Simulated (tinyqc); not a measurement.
# Inputs raised by 2 %, one at a time

Model: Heisenberg spin cluster by exact diagonalisation: multiplets, susceptibility, level crossings. Computed by tinyqc, a small Python program. Command: `OMP_NUM_THREADS=1 python tinyqc.py 3006077 3006078 out.jsonl spincl sens`. One thread of a shared host (Intel(R) Xeon(R) Processor @ 2.30GHz), about 0.01 s of CPU time with the checks.

H = J1 sum S_i.S_j over the bonds 1-2 - g mu_B B S_z; J > 0 is antiferromagnetic.

Inputs (values chosen for the exercise, for a model cluster): exchange J1 = 1.73 meV; g factor = 2.18; temperature T = 13 K.

Cluster: dimer. Spin s of each site: 1.5.

Constants: k_B = 8.617333262e-05 eV/K.

Method. Every multiplet has one member in the block S_z = 0; diagonalise it and read the total spin from <S^2> = S (S + 1). Z = sum k (2S + 1) exp(-E/(k_B T)) over the table, k the number of multiplets; <S^2> likewise with the factor S (S + 1); chi T = N_A g^2 mu_B^2 <S^2>/(3 k_B) = 0.125049 g^2 <S^2> cm^3 K/mol (cgs, per mole of clusters); C = (<E^2> - <E>^2)/(k_B T)^2; entropy = ln Z + <E>/(k_B T).

Runs:
```
input moved        from      to  chi T (cm^3 K/mol)  heat capacity (k_B)  entropy (k_B)  gap to the next level (meV)
base run              -       -             0.55589               1.0336         1.2468                       1.7300
exchange J1 (meV)  1.73  1.7646             0.54027               1.0359         1.2263                       1.7646
g factor           2.18  2.2236             0.57835               1.0336         1.2468                       1.7300
temperature T (K)    13   13.26             0.57178               1.0314         1.2673                       1.7300
```

Exponents ln(y'/y) / ln(x'/x):
```
input           chi T  heat capacity  entropy  gap to the next level
exchange J1    -1.439          0.113   -0.837                      1
g factor        2.000          0.000    0.000                      0
temperature T   1.424         -0.107    0.821                      0
```

Which inputs matter most for each result?

Among the inputs moved here: chi T answers most in size to g factor (exponent +2.000), next to exchange J1 (-1.439). Its exponent +2.000 in g factor: chi carries g^2. Heat capacity answers most in size to exchange J1 (exponent +0.113), next to temperature T (-0.107); its exponent is below 0.0005 for g factor. Entropy answers most in size to exchange J1 (exponent -0.837), and about equally to temperature T (+0.821); its exponent is below 0.0005 for g factor. gap to the next level answers most in size to exchange J1 (exponent +1.000); its exponent is below 0.0005 for g factor, temperature T.
